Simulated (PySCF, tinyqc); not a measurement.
Worked calculation: RHF in the sto-6g basis, for H3-, spin multiplicity 1. The basis has no diffuse functions, so it cannot describe the extra electron: this is an exercise in the method, not the real anion. The lowest restricted solution is unstable here: a spin-polarised one lies 0.0506 hartree lower (PySCF). One step of it, computed by the program tinyqc.

Problem. Iteration 2: DIIS coefficients. Solve [B -1; -1 0][c; lambda] = [0; -1] for the coefficients, which sum to one.

B (overlaps of the stored error matrices):
$$\begin{pmatrix}
6.3699704e-02 & 4.4677282e-02 \\
4.4677282e-02 & 4.4680166e-02
\end{pmatrix}$$

Give: DIIS coefficients.

Solution.

DIIS coefficients: [0.0002, 0.9998]
